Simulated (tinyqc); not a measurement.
Worked calculation: estimate of lattice thermal conductivity from elastic moduli (Slack, Klemens and Cahill formulas). Computed by tinyqc, a small Python program that keeps every step. Command: `OMP_NUM_THREADS=1 python tinyqc.py 3013169 3013170 out.jsonl slack walk`. One thread of a shared host (Intel(R) Xeon(R) Processor @ 2.30GHz), about 0.01 s of CPU time with the checks. Intermediate numbers are printed to about 6 digits and carried at full precision; extremes and crossings named in words are read from the listed rows.

An isotropic solid.

Inputs (values chosen for the exercise, for a model crystal):
```
quantity                    value        unit
bulk modulus B                140         GPa
shear modulus G               134         GPa
volume per atom V              23  angstrom^3
mean atomic mass M            158           u
atoms per primitive cell n      1           -
temperature T                 300           K
disorder parameter Gamma     0.13           -
grain size d                  270          nm
```

Grueneisen parameter: from the Poisson ratio.

Constants: u = 1.6605390666e-27 kg; hbar = 1.054571817e-34 J s; k_B = 1.380649e-23 J/K; h = 6.62607015e-34 J s.

## Velocities, Poisson ratio and Debye temperature

rho = M/V; vL = sqrt((B + 4G/3)/rho), vT = sqrt(G/rho); v_m = [(vL^-3 + 2 vT^-3)/3]^(-1/3); Poisson ratio sigma = (3B - 2G)/(6B + 2G); Theta = hbar v_m (6 pi^2/V)^(1/3)/k_B.

density rho = 11407.2 kg/m^3

vL = 5285.42 m/s

vT = 3427.39 m/s

v_m = 3759.74 m/s

Poisson ratio sigma = 0.137184

Debye temperature Theta = 393.603 K

## Grueneisen parameter

Empirical rule gamma = (3/2) (1 + sigma)/(2 - 3 sigma).

Grueneisen parameter gamma = 1.07386

## Conductivity of the perfect crystal

Slack, an estimate for T near or above Theta_a: kappa = A M Theta_a^3 delta n^(1/3)/(gamma^2 T) in W/(m K), with M in u, delta = V^(1/3) in angstrom, Theta_a = Theta n^(-1/3) and A = 2.43e-6/(1 - 0.514/gamma + 0.228/gamma^2).

acoustic Debye temperature Theta_a = 393.603 K

A = 3.37937e-06

kappa of the perfect crystal = 267.644 W/(m K)

Caution: T lies below Theta_a, where umklapp processes begin to freeze out and the Slack formula can fall short.

## Point defects and grains

High-temperature forms with the classical heat capacity. Klemens: kappa/kappa_0 = arctan(u)/u, u^2 = pi^2 Theta V Gamma kappa_0/(h v_m^2). Grains: 1/kappa_poly = 1/kappa + 1/(C v_m d/3), C = 3 k_B/(n V), the acoustic branches alone.

disorder scale u = 18.2183

kappa with point defects = 22.2709 W/(m K)

grain-boundary limit = 609.364 W/(m K)

kappa of the polycrystal = 21.4857 W/(m K)

For large u the ratio tends to pi/(2u): kappa then falls only as Gamma^(-1/2). Grains remove a further 4 %.

## Minimum conductivity

Cahill minimum: kappa_min = (pi/6)^(1/3) k_B V^(-2/3) sum over L, T, T of v (T/Theta_i)^2 int_0^(Theta_i/T) x^3 e^x/(e^x - 1)^2 dx, Theta_i = Theta v_i/v_m (64 Gauss-Legendre points). Its high-temperature limit is (1/2) (pi/6)^(1/3) k_B V^(-2/3) (vL + 2 vT).

kappa_min = 0.762146 W/(m K)

its high-temperature limit = 0.835205 W/(m K)

kappa_poly/kappa_min = 28.1910

## All estimates against temperature

The formulas are those given above.

Kappa (W/(m K)):
```
T (K)  perfect crystal  with point defects  polycrystal   minimum
200            401.466             27.4570      26.2731  0.686227
300            267.644             22.2709      21.4857  0.762146
400            200.733             19.1795      18.5943  0.792566
550            145.988             16.2382      15.8167  0.812127
750            107.058             13.7905      13.4853  0.822642
1000            80.293             11.8358      11.6103  0.828094
1300            61.764             10.2827      10.1120  0.830984
1700            47.231              8.8922       8.7643  0.832732
```

The perfect crystal follows 1/T. With point defects the exponent runs from -0.52 to -0.54 (the strong-disorder limit is -1/2), and with grains from -0.50 to -0.53. At the highest T it is still 10.5 times the minimum. Rows below Theta_a = 394 K are outside the range of the Slack formula.

Checks made by the program: arctan(u)/u against the Debye integral of 1/(1 + u^2 y^2) (relative difference below 1e-10).
